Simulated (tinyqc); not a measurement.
One-electron ion in a basis of Gaussians, step by step. One step of it, computed by the program tinyqc.

Task: Generalised eigenproblem. Solve H C = S C e through S^(-1/2); each column has its largest component positive (the first on a tie).

H = T + V (hartree):
```
[[-0.392633, -0.280115, -0.091254],
 [-0.280115, -0.443430, -0.313294],
 [-0.091254, -0.313294, 0.524411]]
```

S:
```
[[1.000000, 0.449782, 0.067773],
 [0.449782, 1.000000, 0.449598],
 [0.067773, 0.449598, 1.000000]]
```

Give: eigenvalues of S; eigenvalues; coefficients.

Result:

eigenvalues of S: [0.3970, 0.9322, 1.6707]

eigenvalues (hartree): [-0.4932, -0.2577, 0.9718]

coefficients:
```
[[0.4448, 1.0145, 0.2513],
 [0.6811, -0.7874, -0.7252],
 [0.0866, -0.1030, 1.1278]]
```

For Z = 3 and l = 2 the exact lowest level is -Z^2/(2 n^2) with n = l + 1: -0.500000 hartree.
